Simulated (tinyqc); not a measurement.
Switching field against angle and time: single-domain magnet: Stoner-Wohlfarth switching, Neel-Arrhenius retention, LLG dynamics and spin torque. Computed by tinyqc, a small Python program. Command: `OMP_NUM_THREADS=1 python tinyqc.py 3007370 3007371 out.jsonl macro walk`. One thread of a shared host (Intel(R) Xeon(R) Processor @ 2.30GHz), about 0.02 s of CPU time with the checks.

The moment is uniform, with unit vector m; z is the easy axis. mu_0 = 1.25663706212e-6 T m/A, gamma = 1.76085963023e11 rad/(s T).

Inputs (values chosen for the exercise, for a model magnet):

| quantity | value | unit |
|---|---|---|
| saturation magnetisation M_s | 475 | kA/m |
| diameter d | 8 | nm |
| aspect ratio p | 3.6 | - |
| bulk anisotropy K_u | 25 | kJ/m^3 |
| exchange stiffness A | 16 | pJ/m |
| temperature T | 300 | K |
| attempt frequency f0 | 2 | GHz |
| waiting time t_w | 1e-08 | s |

Shape: prolate spheroid, easy axis along it.

Constants: k_B = 1.380649e-23 J/K.

Method:
- N_z = [p ln(p + sqrt(p^2 - 1))/sqrt(p^2 - 1) - 1]/(p^2 - 1); V = pi d^3 p/6; K_eff = K_u + K_shape, K_shape = -(mu_0 M_s^2/4)(3 N_z - 1); mu_0 H_K = 2 K_eff/M_s.
- Delta = K_eff V/(k_B T); tau = exp(Delta)/f0; probability of a flip within t_w: P = 1 - exp(-t_w/tau). Wall width parameter sqrt(A/K_eff); a two-domain state costs 4 sqrt(A K_eff) times the cross-section that the wall cuts (pi d^2/4).
- Energy over K_eff V: e(theta) = sin^2(theta) + 2 h cos(theta - psi) for m at the angle theta from +z and a field that points at psi from -z (it pulls m away from +z towards negative theta); h_sw = (cos^(2/3) psi + sin^(2/3) psi)^(-3/2).
- Switching field at T: the h at which the exact barrier equals ln(f0 t_w/ln 2) k_B T (0 if the zero-field barrier is lower). Sharrock form: h_sw [1 - (ln(f0 t_w/ln 2)/Delta)^(1/n)], n = 0.86 + 1.14 h_sw.

stability factor Delta = 18.0563

Fields over H_K:

| psi (degrees) | h_sw at T = 0 | thermal, exact barrier | thermal, Sharrock form |
|---|---|---|---|
| 1 | 0.90707 | 0.55063 | 0.53363 |
| 10 | 0.67381 | 0.44716 | 0.43383 |
| 20 | 0.57365 | 0.38902 | 0.38465 |
| 30 | 0.52402 | 0.35838 | 0.35865 |
| 45 | 0.50000 | 0.34320 | 0.34566 |
| 60 | 0.52402 | 0.35838 | 0.35865 |
| 75 | 0.61466 | 0.41349 | 0.40530 |
| 89 | 0.90707 | 0.55063 | 0.53363 |

What does the comparison show, and why?

At T = 0 the field is least at 45 degrees, H_K/2, and symmetric about it. Thermal help lowers it to 61 % at 1 degree and 69 % at 45 degrees; the Sharrock form misses the exact barrier by at most about 0.017 H_K, at psi = 1 (and its mirror angle).

Extremes, crossings and ranges named in words are read from the listed rows.
